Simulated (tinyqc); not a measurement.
Gain for each load and current direction: deformation-potential model of the L valleys of a conduction band.

Valleys with axes along [111], [1-1-1], [-11-1] and [-1-11], one whole valley each. Herring-Vogt shift of a valley with unit axis a: dE = Xd tr(e) + Xu a.e.a. Non-degenerate shares n_i = exp(-dE_i/kT)/sum_j exp(-dE_j/kT). Inverse mass tensor of a valley: (1 - a a)/mt + a a/ml; the masses are taken as independent of strain.

s11 = (C11 + C12)/((C11 - C12)(C11 + 2 C12)), s12 = -C12/((C11 - C12)(C11 + 2 C12)), s44 = 1/C44; exx = s11 sxx + s12 (syy + szz) and cyclic, exy = s44 sxy/2; tension is positive. A uniaxial stress X along the unit vector n is s_ij = X n_i n_j.

Constants: kB = 8.617333262e-05 eV/K.

Inputs chosen for the exercise (near those of Ge; not measured data):

| symbol | value | unit | meaning |
|---|---|---|---|
| ml | 1.532 | m0 | longitudinal mass |
| mt | 0.083 | m0 | transverse mass |
| Xd | -6.28 | eV | dilation potential |
| Xu | 17.14 | eV | uniaxial potential |
| C11 | 129.6 | GPa |  |
| C12 | 50.2 | GPa |  |
| C44 | 64.9 | GPa |  |
| X1 | 1.1 | GPa | size of the stress |
| T | 300 | K | temperature |

Each load has the size X1. Gain m_c(0)/m_c - 1 in per cent from repopulation alone, m_c = 1/(u.M.u), M = sum_i n_i (inverse mass tensor); biaxial means sxx = syy.

Gain (%); + is tension, - compression:

| load | [100] | [010] | [001] | [110] | [1-10] | [111] |
|---|---|---|---|---|---|---|
| uniaxial [110] (+) | 0.0 | 0.0 | 0.0 | 43.9 | -43.9 | 29.3 |
| uniaxial [110] (-) | 0.0 | 0.0 | 0.0 | -43.9 | 43.9 | -29.3 |
| uniaxial [100] (+) | 0.0 | 0.0 | 0.0 | 0.0 | 0.0 | 0.0 |
| uniaxial [100] (-) | 0.0 | 0.0 | 0.0 | 0.0 | 0.0 | 0.0 |
| uniaxial [111] (+) | 0.0 | 0.0 | 0.0 | 15.2 | -15.2 | 30.4 |
| uniaxial [111] (-) | 0.0 | 0.0 | 0.0 | -44.8 | 44.8 | -89.6 |
| biaxial (001) (+) | 0.0 | 0.0 | 0.0 | 0.0 | 0.0 | 0.0 |
| biaxial (001) (-) | 0.0 | 0.0 | 0.0 | 0.0 | 0.0 | 0.0 |

The largest gain is +44.8 %, for uniaxial [111] (-) with the current along [1-10]; for a [110] channel it is +43.9 %, under uniaxial [110] (+). No gain or loss appears under biaxial (001) and uniaxial [100]: the valleys stay equivalent.

(tinyqc, `OMP_NUM_THREADS=1 python tinyqc.py 1080247 1080248 out.jsonl`, Intel(R) Xeon(R) Processor @ 2.30GHz, 1 thread, shared host, about 0.03 s.)
